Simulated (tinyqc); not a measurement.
Thickness from two neighbouring fringes.

Problem. At normal incidence a transparent film with an index between those of air and substrate, taken as constant, has reflectance minima at 2 n1 d = (m + 1/2) lam (small phase shifts at the substrate neglected). Find d and the order m of the shorter wavelength.

Values chosen for this exercise: index of the transparent film n1 = 1.45.

wavelengths of two neighbouring reflectance minima (nm): 504  648

Answer. Neighbouring orders differ by one: 2 n1 d (1/lam1 - 1/lam2) = 1.

d = 782 nm
m = 4

Numbers from tinyqc (`OMP_NUM_THREADS=1 python tinyqc.py 2870216 2870217 out.jsonl`; about 0.4 s on one thread of a shared Intel Xeon 2.30GHz).
